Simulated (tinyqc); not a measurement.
Length offset and series resistance from crossing lines.

Problem. R_total = Rs + k (L - dL)/Vo with constant Rs, dL and k. Find k, dL and Rs.

R_total at (L, Vo) = (40, 0.31), (120, 0.31), (40, 0.73) and (120, 0.73), L in nm and Vo in V (ohm um): 627.48387  1324.2581  439.06849  734.95890

Answer. At each overdrive R is a straight line in L with slope k/Vo; the two lines cross at L = dL, R = Rs.

k = 2.700 ohm um V/nm
dL = 2.400 nm
Rs = 300.0 ohm um

tinyqc, about 0.03 s, one thread, Intel Xeon 2.30GHz (shared host): `OMP_NUM_THREADS=1 python tinyqc.py 2282174 2282175 out.jsonl`
